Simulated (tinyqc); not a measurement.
Changing the width b: ballistic transport through the one-dimensional subbands of a rectangular nanowire or nanosheet channel. Computed by tinyqc, a small Python program. Command: `OMP_NUM_THREADS=1 python tinyqc.py 3000190 3000191 out.jsonl wire sweep`. One thread of a shared host (Intel(R) Xeon(R) Processor @ 2.30GHz), about 0.05 s of CPU time with the checks.

Hard walls, parabolic subbands, transport along x. Energies are counted from the bulk conduction band edge at the top of the barrier, which the gate pulls down by U; the source Fermi level lies at the bulk edge when U = 0.

Inputs (values chosen for the exercise, modelled on silicon):
```
quantity                                   value  unit
light mass m_t                              0.19   m_0
heavy mass m_l                             0.921   m_0
height a                                     3.2    nm
equivalent oxide thickness t                 1.5    nm
gate voltage above flat band V_G            0.44     V
drain voltage V_D                           0.05     V
temperature T                                300     K
mean free path for back-scattering lambda     31    nm
channel length L                              16    nm
```

Valleys: silicon [100] wire.

Constants: hbar^2/(2 m_0) = 3.80998212 eV angstrom^2; k_B = 8.617333262e-05 eV/K; m_0 = 9.1093837015e-31 kg; k_B = 1.380649e-23 J/K; hbar = 1.054571817e-34 J s; eps_0 = 8.8541878128e-12 F/m; e = 1.602176634e-19 C; h = 6.62607015e-34 J s.

Method:
- E_pq = (hbar^2 pi^2/2)(p^2/(m_y b^2) + q^2/(m_z a^2)); valley pairs: (m_x, m_y, m_z) = (m_t, m_t, m_l), (m_t, m_l, m_t), (m_l, m_t, m_t), each with degeneracy g = 2; the 10 lowest subbands are kept.
- F_j(eta) = (1/Gamma(j + 1)) int_0^infinity x^j/(1 + exp(x - eta)) dx, F_0 = ln(1 + exp(eta)). Integrals over x = E/(k_B T) use 160 Gauss-Legendre points in u = sqrt(x) from 0 to sqrt(max(eta, 0) + 32).
- With degeneracy g = 2, eta_i = (U - E_i)/(k_B T) and u = e V_D/(k_B T): line density n = sum_i g sqrt(2 m_x k_B T/pi)/(2 hbar) [F_-1/2(eta_i) + F_-1/2(eta_i - u)]; gate: e n = C_ox (V_G - U/e), C_ox = 3.9 eps_0 2 (a + b)/t (flat-plate estimate); I = (2 e k_B T/h) sum_i g [F_0(eta_i) - F_0(eta_i - u)].
- Linear conductance G = (2 e^2/h) sum_i g f(eta_i), g = 2, f = 1/(1 + exp(-eta_i)), with the barrier frozen at the eta_i above; current per perimeter I/(2(a + b)); with scattering, transmission lambda/(lambda + L) and low-bias resistance (1 + L/lambda)/G.

One run for each value; columns: (1) width b (nm); (2) current per perimeter (microampere/micrometre); (3) ballistic current I (microampere); (4) open modes sum g f; (5) mean velocity I/(e n) (1e7 cm/s):
```
(1)      (2)     (3)     (4)      (5)
3.4   446.25   5.890   2.455  0.92215
4.5   476.91   7.344   2.633  0.83226
6.0   464.80   8.552   2.919  0.74799
8.0   483.23  10.824   3.887  0.73914
11.0  516.01  14.655   5.096  0.75765
14.0  529.96  18.231   6.286  0.76274
19.0  541.89  24.060   8.116  0.76718
26.0  552.25  32.251  10.637  0.77445
```

Over the rows, current per perimeter (microampere/micrometre) lies between 446 and 552 without a single trend; ballistic current I (microampere) rises from 5.89 to 32.3 (exponent d ln y / d ln x 0.79 between the first rows and 0.93 between the last); open modes sum g f rises from 2.45 to 10.6 (exponent d ln y / d ln x 0.25 between the first rows and 0.86 between the last).

Caution (rows 14.0, 19.0, 26.0): the tenth subband is still occupied, so the truncation to ten understates charge and current.

Extremes, crossings and ranges named in words are read from the listed rows.
